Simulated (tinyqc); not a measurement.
Inputs raised by 10 %, one at a time: surface segregation during layer-by-layer epitaxy: two-layer exchange kinetics and the shape of quantum wells and delta layers. Computed by tinyqc, a small Python program. Command: `OMP_NUM_THREADS=1 python tinyqc.py 3014470 3014471 out.jsonl mbeseg sens`. One thread of a shared host (Intel(R) Xeon(R) Processor @ 2.30GHz), about 0.1 s of CPU time with the checks.

Atoms A and B exchange only between the growing layer and the one below it. B is supplied for N layers, then pure A follows.

Inputs (values chosen for the exercise, close to those used for germanium in silicon):

| quantity | value | unit |
|---|---|---|
| barrier E1 for B to move up | 1.63 | eV |
| segregation energy E_s | 0.31 | eV |
| attempt frequency nu | 10 | THz |
| growth rate G | 0.074 | layers/s |
| share x0 of B in the flux during the well | 0.1 | - |
| layers in the well N | 2 | - |
| layer thickness | 1.36 | angstrom |
| temperature T | 480 | C |

Constants: k_B = 8.617333262e-05 eV/K.

Method:
- p1 = nu exp(-E1/(k_B T)) (B up, A down), p2 = nu exp(-(E1 + E_s)/(k_B T)) (B down); time per layer tau = 1/G; K = p1/p2.
- Temperatures in kelvin are T(C) + 273.15.
- Dilute equilibrium share passed up per layer R_eq = K/(1 + K).
- Each layer is deposited complete with B share x_dep and then exchanges for the time tau = 1/G with the layer below, whose share is b (total c = s + b fixed): ds/dt = p1 b (1 - s) - p2 s (1 - b), s(0) = x_dep. With the roots s1 < s2 of the right side, (s - s1)/(s - s2) = [(s(0) - s1)/(s(0) - s2)] exp(-(p1 - p2)(s2 - s1) tau). The lower layer is then buried with c - s, and s becomes the b of the next layer.
- In the dilute tail each layer passes up the share R = R_eq (1 - exp(-(p1 + p2) tau)); decay length = -layer thickness/ln R.
- Index 0 is the last layer of pure A below the well. Share of B outside the intended layers 1..N = 1 - (sum over 1..N)/(N x0).

Runs:

| input moved | from | to | share passed up R | decay length (angstrom) | peak share (largest buried share) | share of B outside the well |
|---|---|---|---|---|---|---|
| base run | - | - | 0.99164 | 162.09 | 0.0020630 | 0.97950 |
| barrier E1 for B to move up (eV) | 1.63 | 1.793 | 0.99164 | 162.09 | 0.0020630 | 0.97950 |
| segregation energy E_s (eV) | 0.31 | 0.341 | 0.99480 | 260.92 | 0.0012896 | 0.98716 |
| attempt frequency nu (THz) | 10 | 11 | 0.99164 | 162.09 | 0.0020630 | 0.97950 |
| growth rate G (layers/s) | 0.074 | 0.0814 | 0.99164 | 162.09 | 0.0020630 | 0.97950 |
| share x0 of B in the flux during the well | 0.1 | 0.11 | 0.99164 | 162.09 | 0.0023248 | 0.97901 |

Exponents ln(y'/y) / ln(x'/x):

| input | share passed up R | decay length | peak share (largest buried share) | share of B outside the well |
|---|---|---|---|---|
| barrier E1 for B to move up | 0.000 | 0.000 | 0.000 | 0.000 |
| segregation energy E_s | 0.033 | 4.995 | -4.929 | 0.082 |
| attempt frequency nu | 0.000 | 0.000 | 0.000 | 0.000 |
| growth rate G | 0.000 | 0.000 | 0.000 | 0.000 |
| share x0 of B in the flux during the well | 0.000 | 0.000 | 1.254 | -0.005 |

Among the inputs moved here: share passed up R answers most in size to segregation energy E_s (exponent +0.033); its exponent is below 0.0005 for barrier E1 for B to move up, attempt frequency nu, growth rate G, share x0 of B in the flux during the well. Its exponent 0.000 in attempt frequency nu: equilibrium regime. Its exponent 0.000 in growth rate G: equilibrium regime. Decay length answers most in size to segregation energy E_s (exponent +4.995); its exponent is below 0.0005 for barrier E1 for B to move up, attempt frequency nu, growth rate G, share x0 of B in the flux during the well. Peak share (largest buried share) answers most in size to segregation energy E_s (exponent -4.929), next to share x0 of B in the flux during the well (+1.254); its exponent is below 0.0005 for barrier E1 for B to move up, attempt frequency nu, growth rate G. share of B outside the well answers most in size to segregation energy E_s (exponent +0.082), next to share x0 of B in the flux during the well (-0.005); its exponent is below 0.0005 for barrier E1 for B to move up, attempt frequency nu, growth rate G.

Caution (all rows): two-layer exchange with complete layers is a simplification that can understate segregation at low temperature; desorption, step-edge exchange and surfactants are left out.

Extremes, crossings and ranges named in words are read from the listed rows.
